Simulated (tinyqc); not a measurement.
Donor in an ellipsoidal valley (Kohn-Luttinger variational method): one step, computed by the program tinyqc.

H = -(d^2/dx^2 + d^2/dy^2) - gamma d^2/dz^2 - 2/r in units built on m_t, with gamma = m_t/m_l and z along the valley axis. One valley; no valley-orbit or central-cell term.

Problem. Energy at a trial ratio. Trial function exp(-sqrt((x^2 + y^2)/a^2 + z^2/b^2)) with beta = b/a < 1: E = t/a^2 - u/a, t = (2 + gamma/beta^2)/3, u = 2 arcsin(sqrt(1 - beta^2))/sqrt(1 - beta^2); the best a is 2 t/u and E(beta) = -u^2/(4 t).

Inputs (values chosen for the exercise, modelled on 3C-SiC): trial ratio b/a = 0.92.

gamma = 0.3632417

Give: t; u; best a; E(beta).

Solution.

t = 0.80972

u = 2.0551

best a = 0.78801 a*

E(beta) = -1.3040 Ry*
